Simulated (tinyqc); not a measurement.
Inside a calculation. Model: power transistor in saturation, electro-thermal loop.

Numbers from tinyqc (`OMP_NUM_THREADS=1 python tinyqc.py 2520032 2520033 out.jsonl`; about 0.01 s on one thread of a shared Intel Xeon 2.30GHz). Printed values are rounded.

One temperature T for the device, T = T0 + Rth P(T), with P(T) = V I0 (T/300 K)^(-al) [1 + kv (T - 300 K)/Vov]^2. The loop gain is Rth dP/dT; a solution is thermally stable when it is below one.

Values chosen for this exercise: ambient temperature T0 = 360 K; drain voltage V = 28 V; saturation current at 300 K I0 = 0.42 A; exponent of the mobility al = 1.4; overdrive at 300 K Vov = 0.6 V; fall of the threshold with temperature kv = 3.7 mV/K; thermal resistance Rth = 3.2 K/W.

## Iteration 1: temperature by Newton steps

T at the start = 360 K

P(T) = V I0 (T/300 K)^(-al) [1 + kv (T - 300 K)/Vov]^2; P'(T) = P [-al/T + 2 kv/(Vov + kv (T - 300 K))]; G = Rth P'; T(new) = T + (T0 + Rth P - T)/(1 - G).

P = 17.09994 W
G = 0.2798122
T after iteration 1 = 435.9799 K

## Iteration 2: temperature by Newton steps

As before.

P = 23.55437 W
G = 0.2635869
T after iteration 2 = 435.1571 K

## Course of the iteration: temperature by Newton steps

Stop when T changes by less than 1e-6 K, or after 200 iterations.

Course of the iteration:
```
iteration     T (K)  |change| (K)
1          435.9799          76.0
2          435.1571         0.823
3          435.1570       1.01e-4
4          435.1570       < 1e-11
```

Converged in 4 iterations. The change falls from 76 in the first iteration to below the tolerance in the last.

## Loop gain and effective thermal resistance

converged T = 435.1570 K

P(T) = V I0 (T/300 K)^(-al) [1 + kv (T - 300 K)/Vov]^2; P'(T) = P [-al/T + 2 kv/(Vov + kv (T - 300 K))]; G = Rth P'. A small change of T0 changes T by 1/(1 - G) times as much.

P = 23.48656 W
G = 0.2637671
dT/dT0 = 1.358266

The feedback is positive: heating raises the power.
